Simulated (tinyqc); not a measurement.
## Delay unit and parasitic delay from two ring oscillators

Inverse problem. A ring of 11 inverters oscillates at 1/(2 x 11 d), with stage delay d = tau (h + p) for fan-out h. Find tau, p and the delay at fan-out 4.

frequencies of 11-stage ring oscillators with fan-out 1 and 6 (GHz): [2.6771826, 0.88041577]

Solution. d is a straight line in h with slope tau and intercept tau p.

tau = 6.93 ps
p = 1.45
delay at fan-out 4 = 37.8 ps

Program tinyqc, `OMP_NUM_THREADS=1 python tinyqc.py 2082106 2082107 out.jsonl`; Intel Xeon 2.30GHz, shared host, one thread, about 0.01 s.
